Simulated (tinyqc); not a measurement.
Smearing for a one-band metal on the square lattice: sweeps and comparisons. A value that a table varies takes the place of the one given here.

Lattice vectors (units of a): a1 = (1, 0), a2 = (0, 1). E(k) = -t A_1(k) - t2 A_2(k), A_m the sum of cos(k . R) over the 4 nearest and 4 second lattice vectors. Mesh k = sum (j_i/N) b_i, j_i = 0 .. N-1.

With x = (E_k - mu)/sigma: Fermi-Dirac f = 1/(1 + exp(x)), s = -f ln f - (1 - f) ln(1 - f); Gaussian f = erfc(x)/2, s = exp(-x^2)/(2 sqrt(pi)); Methfessel-Paxton (first order) f = erfc(x)/2 - x exp(-x^2)/(2 sqrt(pi)), s = (1 - 2 x^2) exp(-x^2)/(4 sqrt(pi)); cold (Marzari-Vanderbilt) with y = x + 1/sqrt(2), f = erfc(y)/2 + exp(-y^2)/sqrt(2 pi), s = y exp(-y^2)/sqrt(2 pi). With weights w = points/N^d (d the dimension), mu solves 2 sum w f = ne; E = 2 sum w f E_k, S = 2 sum w s, F = E - sigma S.

With x = (E_k - mu)/sigma: Gaussian f = erfc(x)/2, s = exp(-x^2)/(2 sqrt(pi)); Methfessel-Paxton (first order) f = erfc(x)/2 - x exp(-x^2)/(2 sqrt(pi)), s = (1 - 2 x^2) exp(-x^2)/(4 sqrt(pi)). With weights w = points/N^d (d the dimension), mu solves 2 sum w f = ne; E = 2 sum w f E_k, S = 2 sum w s, F = E - sigma S.

With x = (E_k - mu)/sigma: cold (Marzari-Vanderbilt) with y = x + 1/sqrt(2), f = erfc(y)/2 + exp(-y^2)/sqrt(2 pi), s = y exp(-y^2)/sqrt(2 pi). With weights w = points/N^d (d the dimension), mu solves 2 sum w f = ne; E = 2 sum w f E_k, S = 2 sum w s, F = E - sigma S.

Inputs chosen for the exercise:
```
symbol  value  unit  meaning
t       0.63   eV    nearest hopping
t2      -0.17  eV    second hopping
ne      1.24         electrons per cell
N       6            unshifted mesh
sigma   0.315  eV    width
```

## Error of each scheme against the width

All on the dense mesh N = 200. The reference is F of first-order Methfessel-Paxton smearing with sigma = 0.05 t on the mesh N = 200; it moves by 0.00 meV on the mesh N = 250, so errors below a few times that are not resolved.

Errors (meV per cell):
```
sigma (eV)     FD F  FD (E+F)/2  Gauss F  Gauss (E+F)/2  MP F  cold F
0.063         -2.69        0.01    -0.41           0.00  0.00    0.01
0.095         -6.09        0.05    -0.92           0.00  0.00    0.03
0.126        -10.90        0.17    -1.63           0.00  0.00    0.06
0.189        -24.94        0.65    -3.68           0.01  0.02    0.23
0.252        -45.01        1.08    -6.56           0.03  0.05    0.61
0.378       -102.35       -0.28   -14.86           0.19  0.32    2.69
0.504       -179.90       -7.01   -26.70           0.64  1.09    7.06
```

reference = -1.08019 eV

How do the results move?

Doubling sigma from 0.126 to 0.252 eV multiplies the error of F by 4.1 (Fermi-Dirac) and 4.0 (Gaussian); a pure sigma^2 term would give 4. At the smallest width Fermi-Dirac errs 6.6 times as much as Gaussian, against 2 pi^2/3 = 6.6 for the ratio of the sigma^2 terms at equal sigma. At the largest width the sizes of the errors rank Gauss (E+F)/2 0.6, MP F 1.1, FD (E+F)/2 7.0, cold F 7.1, Gauss F 26.7, FD F 179.9 meV; the reference is good to about 0.01 meV.

## Mesh against width

Gaussian smearing, (E + F)/2. The reference is F of first-order Methfessel-Paxton smearing with sigma = 0.05 t on the mesh N = 200; it moves by 0.00 meV on the mesh N = 250, so errors below a few times that are not resolved.

Errors (meV per cell):
```
N   sigma = 0.05 t  sigma = 0.15 t  sigma = 0.4 t
4            48.34           44.66          35.46
8             5.38            5.20           2.36
12            4.51            3.79           2.86
16           -2.73           -2.70          -1.25
24           -0.57           -0.58           0.04
48            0.01            0.00           0.03
```

reference = -1.08019 eV

What does this show, and why?

First N from which the value stays within 2 meV of its last entry (which need not be the best one): 24 for sigma = 0.05 t, 24 for sigma = 0.15 t, 16 for sigma = 0.4 t. At the last mesh the errors are +0.01, 0.00 and +0.03 meV. The widest smearing converges sooner with the mesh than the narrowest; a level at which its last entries rest, if any, is its bias. The smallest error belongs to 0.05 t on 0, 0.15 t on 1, 0.4 t on 5 of the 6 meshes.

## What moves the results of cold (Marzari-Vanderbilt) smearing

All sums formed anew. Each row changes one parameter from the base and keeps the others.

Results:
```
case             mu (eV)   E (eV)        S   F (eV)
base              0.0422  -1.0442   0.0140  -1.0486
N = 12            0.1146  -1.0788  -0.0043  -1.0774
sigma = 0.63 eV   0.1042  -1.0551  -0.0033  -1.0530
ne = 1.34         0.1690  -1.0478  -0.0295  -1.0385
t2 = -0.107 eV    0.1061  -1.0226  -0.0035  -1.0215
t = 0.693 eV      0.0497  -1.1443   0.0053  -1.1460
```

How do the results move?

The largest shifts from the base row, up to three for each result and ties (the steps differ in size, so this ranks the rows, not the parameters). mu (eV): ne +0.1268, N +0.0724, t2 +0.0639. E (eV): t -0.1001, N -0.0345, t2 +0.0216. S: ne -0.0434, N -0.0183, t2 -0.0175. F (eV): t -0.0974, N -0.0288, t2 +0.0272.

Run: tinyqc, `OMP_NUM_THREADS=1 python tinyqc.py 1680710 1680711 out.jsonl`; Intel(R) Xeon(R) Processor @ 2.30GHz, one thread, shared host; about 0.08 s of CPU time with all checks.
